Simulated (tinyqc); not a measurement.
Off-state leakage of single and stacked transistors: two steps of the calculation.

n-channel devices of unit width. Subthreshold current I(Vg, Vs, Vd) = I0 (T/300 K)^0.5 exp[(Vg - Vs - VT(T) - gb (Vs - Vb) + dd (Vd - Vs))/(nf Vt)] (1 - exp(-(Vd - Vs)/Vt)), VT(T) = VT - cT (T - 300 K). Gate-edge tunnelling Ig (Vd/1 V) exp(ag (Vd - 1 V)), for a gate at 0 V, and band-to-band leakage Ab u exp(-Bb/u), u = Vd - Vb + 1 V, flow at a drain held at V; both are taken as independent of T. In a stack of off transistors (all gates at 0 V) the same subthreshold current passes through each.

Inputs (values chosen for the exercise); values of the order met in bulk silicon logic transistors:
- T = 398 K (temperature)
- V = 0.7 V (supply voltage)
- VT = 0.4 V (threshold at 300 K, zero drain and body bias)
- cT = 0.9 mV/K (fall of the threshold with temperature)
- I0 = 0.16 uA/um (current at threshold at 300 K)
- nf = 1.52 (slope factor)
- dd = 0.09 (drain-induced lowering per volt)
- gb = 0.08 (rise of the threshold per volt of source-body bias)
- Ig = 3e-6 uA/um (gate-edge tunnelling current at 1 V)
- ag = 3.8 1/V (exponential slope of the gate current)
- Ab = 30 uA/(um V) (prefactor of band-to-band leakage at the drain)
- Bb = 22 V (its exponential voltage)
- Vb = 0 V (body voltage)

Constants: q = 1.602176634e-19 C, kB = 1.380649e-23 J/K, Vt = kB T/q. Results are converted to the units shown.

Question 1. Leakage of one transistor. Vg = Vs = 0, Vd = V; effective threshold VT(T) - gb Vb - dd V.

Find: effective threshold; parts; total; shares.

Answer 1.

effective threshold = 0.2488 V
parts (nA/um): subthreshold 1.559, gate edge 6.716e-4, band-to-band 0.1223
total = 1.682 nA/um
shares (%): subthreshold 92.69, gate edge 0.03993, band-to-band 7.270

The subthreshold part is the largest.

Question 2. New Vx. Stack of two, Vx the node between them: I_low = I(0, 0, Vx), I_up = I(0, Vx, V), f = ln(I_up/I_low), f' = -(1 + gb + 2 dd)/(nf Vt) - 1/(Vt (exp(Vx/Vt) - 1)) - 1/(Vt (exp((V - Vx)/Vt) - 1)), Vx(new) = Vx - f/f'.

Vx after iteration 1 = 0.058024590 V

Wanted: I_low; I_up; f; f'; Vx after iteration 2.

Answer 2.

I_low = 0.4198 nA/um
I_up = 0.4239 nA/um
f = 0.009613
f' = -30.75 1/V
Vx after iteration 2 = 0.05834 V

Computed by the program tinyqc: `OMP_NUM_THREADS=1 python tinyqc.py 2242114 2242115 out.jsonl`, one thread of a shared Intel Xeon 2.30GHz, about 0.03 s for the whole run.
